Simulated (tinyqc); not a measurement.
# Implant damage, amorphisation by cascade overlap, and solid-phase epitaxial regrowth, step by step

A worked calculation. Computed by tinyqc, a small Python program that keeps every step. Command: `OMP_NUM_THREADS=1 python tinyqc.py 3111233 3111234 out.jsonl sper walk`. One thread of a shared host (Intel(R) Xeon(R) Processor @ 2.30GHz), about 0.01 s of CPU time with the checks. Intermediate numbers are printed to about 6 digits and carried at full precision; extremes and crossings named in words are read from the listed rows.

Range and width of the damage are inputs. Dynamic annealing enters only through the surviving share f.

Inputs (values chosen for the exercise, modelled on arsenic ions in silicon):

| quantity | value | unit |
|---|---|---|
| atomic density N | 49.9 | 1/nm^3 |
| ion Z1 | 33 | - |
| ion mass M1 | 74.9 | u |
| target Z2 | 14 | - |
| target mass M2 | 28.09 | u |
| ion energy E | 15 | keV |
| displacement energy E_d | 16 | eV |
| depth of the damage peak R_d | 8.2 | nm |
| width of the damage profile s_d | 4.9 | nm |
| share of defects that survive f | 0.64 | - |
| critical displaced share x_c | 0.14 | - |
| dose Q | 1.3e+15 | 1/cm^2 |
| overlaps needed n | 1 | - |
| area amorphised by one track A_i | 3.1 | nm^2 |
| regrowth prefactor v0 | 4.7e+15 | nm/s |
| regrowth energy E_a | 2.72 | eV |
| anneal temperature | 588 | C |
| rate relative to (100) | 0.04 | - |
| peak enhancement by the dopant | 8.7 | - |
| ramp rate | 23 | K/s |

Constants: a_0 = 0.529177210903 angstrom; e^2/(4 pi eps_0) = 14.39964548 eV angstrom; k_B = 8.617333262e-05 eV/K.

## Damage energy and displacements per ion

Robinson partition: eps = E a M2/(Z1 Z2 (e^2/(4 pi eps_0)) (M1 + M2)), a = 0.8853 a_0/sqrt(Z1^(2/3) + Z2^(2/3)); k = 0.0793 Z1^(2/3) Z2^(1/2) (M1 + M2)^(3/2)/((Z1^(2/3) + Z2^(2/3))^(3/4) M1^(3/2) M2^(1/2)); damage energy T_d = E/(1 + k (eps + 0.40244 eps^(3/4) + 3.4008 eps^(1/6))); displacements nu = 0.8 T_d/(2 E_d).

reduced energy eps = 0.0718079

k = 0.115562

damage energy T_d = 11.8285 keV

T_d/E = 0.788569

displacements per ion nu = 295.713

21 % of the energy goes to electrons.

## The amorphous layer

Displaced share x(z) = f nu Q exp(-(z - R_d)^2/(2 s_d^2))/(sqrt(2 pi) s_d N); the layer is amorphous where x > x_c, between R_d -/+ s_d sqrt(2 ln(x_max/x_c)), the upper edge being cut at the surface. Threshold dose Q_c = Q x_c/x_max.

peak displaced share x_max = 4.01428

threshold dose Q_c = 4.53382e+13 1/cm^2

upper edge = 0 nm

lower edge = 20.8946 nm

The layer reaches the surface. Caution: x above 1 counts atoms displaced more than once.

## Damage left below the interface

Displaced atoms per area beyond the lower edge z2: f nu Q (1/2) erfc((z2 - R_d)/(sqrt2 s_d)); they are not removed by regrowth.

share of the damage beyond z2 = 0.00478847

displaced atoms beyond z2 = 1.17812e+15 1/cm^2

## Layer against dose

The formulas are those given above.

Dose series; the last column is f nu Q erfc((z2 - R_d)/(sqrt2 s_d))/2:

| Q (1/cm^2) | x_max | upper edge (nm) | lower edge (nm) | displaced atoms beyond z2 (1/cm^2) |
|---|---|---|---|---|
| 4.99e+13 | 0.15409 | 6.05436 | 10.3456 | 3.12342e+15 |
| 6.80e+13 | 0.20998 | 3.78805 | 12.6120 | 2.36739e+15 |
| 1.13e+14 | 0.34893 | 1.57779 | 14.8222 | 1.88779e+15 |
| 1.81e+14 | 0.55891 | 0.04669 | 16.3533 | 1.64639e+15 |
| 3.17e+14 | 0.97887 | 0.00000 | 17.8637 | 1.45752e+15 |
| 5.44e+14 | 1.67982 | 0.00000 | 19.1234 | 1.32795e+15 |
| 1.13e+15 | 3.48933 | 0.00000 | 20.6267 | 1.19873e+15 |
| 2.27e+15 | 7.00955 | 0.00000 | 21.9084 | 1.10578e+15 |

A dose 45 times larger moves the lower edge from 10.3 to 21.9 nm, as the root of a logarithm, and the damage beyond it falls by a factor 2.8, since the edge lies on an ever steeper tail. The layer reaches the surface at Q_c exp(R_d^2/(2 s_d^2)) = 1.84e14 per cm^2.

## Overlap model

Gibbons model: a point turns amorphous after n + 1 hits; with y = A_i Q the amorphous share is 1 - exp(-y) sum_(k=0..n) y^k/k!. Doses are set by y.

Amorphous share:

| y | Q (1/cm^2) | direct impact (n = 0) | given n |
|---|---|---|---|
| 0.1 | 3.22581e+12 | 0.095163 | 0.004679 |
| 0.3 | 9.67742e+12 | 0.259182 | 0.036936 |
| 0.6 | 1.93548e+13 | 0.451188 | 0.121901 |
| 1.0 | 3.22581e+13 | 0.632121 | 0.264241 |
| 2.0 | 6.45161e+13 | 0.864665 | 0.593994 |
| 3.0 | 9.67742e+13 | 0.950213 | 0.800852 |
| 5.0 | 1.61290e+14 | 0.993262 | 0.959572 |
| 8.0 | 2.58065e+14 | 0.999665 | 0.996981 |

At small y the share grows as y^2; between the first rows the exponent is 1.88.

## Isothermal regrowth

v = v0 x orientation factor x exp(-E_a/(k_B T)) x [1 + (enhancement - 1) exp(-(z - R_d)^2/(2 s_d^2))], T = anneal temperature + 273.15 K; the dopant is taken to follow the damage profile; the lower front moves from the lower edge z2 to the surface, or to the middle (z1 + z2)/2 of a buried layer with upper edge z1; time = int dz/v; the equivalent undoped distance is that time times the undoped velocity.

undoped velocity = 0.0226820 nm/s

distance to regrow = 20.8946 nm

time without enhancement = 921.200 s

equivalent undoped distance = 5.46834 nm

time with enhancement = 241.088 s

The rate doubles for each 16 K or so near this temperature. Caution: regrowth on (111) is not only slow but leaves twins, which a single velocity does not describe.

## Regrowth during a ramp

On a linear ramp from 200 C regrowth ends at the T_f where int v_undoped dT/(ramp rate) equals the equivalent undoped distance.

temperature at which regrowth ends = 730.904 C

Checks made by the program: tail against quadrature of x(z) N (relative difference below 1e-10).
